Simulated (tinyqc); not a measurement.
What moves the results: donor near an oxide interface in a gate field (two-state model). A value that a table varies takes the place of the one given here.

Interface at z = 0 (hard wall), donor at z = d, field F pulling electrons to the interface: potential e F z; 1 kV/cm = 1e-5 eV/angstrom, c = hbar^2/2m0, q = e^2/(4 pi eps0), Q = (eps - eo)/(eps + eo). Donor state: E_D = e F d - ED - q Q/(4 eps d), the last term joining the images of ion and electron. Interface state: z exp(-b z/2) exp(-rho^2/(2 L^2)) with E_z = c b^2/(4 mz) + 3 e F/b + q Q b/(8 eps), minimised over b; in the plane at z = 3/b the ion (distance D = d - 3/b) and its image (D' = d + 3/b) give E_rho = c/(mt L^2) - (q/eps)(sqrt(pi)/L)[erfcx(D/L) + Q erfcx(D'/L)], erfcx(x) = exp(x^2) erfc(x), minimised over L. E_I = E_z + E_rho.

The two states couple by t = t0 exp(-D/aD) with t0 = q/(eps aD) (2 aD/L) sqrt(aD b/2) v, v a valley factor; this form is an estimate. With detuning u = E_D - E_I the splitting is sqrt(u^2 + 4 t^2) and the lower state has weight (1 - u/sqrt(u^2 + 4 t^2))/2 on the donor.

Constants: hbar^2/2m0 = 3.80998211 eV angstrom^2; e^2/(4 pi eps0) = 14.39964547 eV angstrom.

Values chosen for the exercise (near those of a donor in Si below HfO2, static dielectric constants; shifted at random, so the results belong to these values and not to a real crystal): d = 140 angstrom (depth of the donor); ED = 54.5 meV (bulk binding energy); mz = 0.923 m0 (mass across the interface); mt = 0.186 m0 (mass in the plane); eps = 11.3 (dielectric constant of the semiconductor); eo = 22 (dielectric constant of the oxide); aD = 19.6 angstrom (donor radius); v = 0.57 (valley factor); Fl = (48.344, 48.749, 48.911, 48.992, 49.073, 49.235, 49.64) kV/cm (fields); dl = (65, 90, 120, 155, 200, 250) angstrom (depths).

## Sweeping the field

Both levels, the splitting, the donor weight and the mean depth w d + (1 - w) 3/b.

Results:

| F (kV/cm) | E_D (meV) | E_I (meV) | splitting (meV) | donor weight | mean depth (angstrom) |
|---|---|---|---|---|---|
| 48.344 | 13.913 | 14.615 | 0.708 | 0.996 | 139.6 |
| 48.749 | 14.480 | 14.743 | 0.278 | 0.974 | 137.1 |
| 48.911 | 14.707 | 14.794 | 0.125 | 0.852 | 123.7 |
| 48.992 | 14.820 | 14.820 | 0.0887 | 0.500 | 85.2 |
| 49.073 | 14.933 | 14.845 | 0.125 | 0.148 | 46.7 |
| 49.235 | 15.160 | 14.897 | 0.278 | 0.026 | 33.3 |
| 49.640 | 15.727 | 15.024 | 0.709 | 0.004 | 30.8 |

How do the results move?

E_D rises by 1.40 and E_I by 0.32 meV per kV/cm, so they cross once, near 49.0 kV/cm, where the splitting is 2t = 0.0887 meV. The donor weight passes from 0.85 to 0.15 while the detuning goes from -2t to 2t, a window of 0.16 kV/cm or 0.33 % of the field; across the table the charge moves by 109 angstrom.

## Depth of the donor

Critical field, and the coupling, E_rho and L at that field.

Results:

| d (angstrom) | critical field (kV/cm) | e F d/ED | t (meV) | E_rho (meV) | L (angstrom) |
|---|---|---|---|---|---|
| 65 | 127.4 | 1.519 | 2.8 | -10.29 | 69 |
| 90 | 83.7 | 1.381 | 0.67 | -7.66 | 88 |
| 120 | 58.8 | 1.295 | 0.13 | -5.86 | 108 |
| 155 | 43.5 | 1.237 | 0.020 | -4.61 | 130 |
| 200 | 32.5 | 1.191 | 0.0018 | -3.62 | 156 |
| 250 | 25.3 | 1.159 | 0.00014 | -2.93 | 183 |

What does this show?

The critical field falls from 127 to 25 kV/cm, with exponent -1.20 in d, while t drops by a factor 2e+04, about e for each 19 angstrom at the end (aD = 19.6). One lattice plane (1.36 angstrom) of misplacement changes t by 7 % and the critical field by about 1.4 % at 120 angstrom.

## What each parameter does

Critical field (E_D = E_I), and t and L there. Each row changes one parameter from the base and keeps the others.

Results:

| case | critical field (kV/cm) | t (meV) | L (angstrom) |
|---|---|---|---|
| base | 49.0 | 0.0444 | 120.4 |
| d = 130 angstrom | 53.5 | 0.0759 | 114.1 |
| ED = 60.5 meV | 54.5 | 0.0426 | 121.3 |
| aD = 21.6 angstrom | 49.0 | 0.0781 | 120.4 |
| mz = 0.785 m0 | 50.4 | 0.0478 | 118.9 |
| mt = 0.214 m0 | 48.8 | 0.0471 | 113.6 |
| eo = 33 | 47.2 | 0.0401 | 127.3 |
| eps = 12 | 49.9 | 0.0414 | 122.5 |

How do the results move?

The largest shifts from the base row, up to three for each result and ties (the steps differ in size, so this ranks the rows, not the parameters). critical field (kV/cm): ED +5.5, d +4.5, eo -1.8; unchanged at the printed digits by aD. t (meV): aD +0.0338, d +0.0315, eo -0.00423. L (angstrom): mt -6.9, eo +6.9, d -6.3; unchanged at the printed digits by aD.

Computed by tinyqc, a small Python program: `OMP_NUM_THREADS=1 python tinyqc.py 1281213 1281214 out.jsonl` (the numbers bound the seed that draws the inputs); one thread of a shared host (Intel(R) Xeon(R) Processor @ 2.30GHz), about 0.04 s for the whole set of steps.
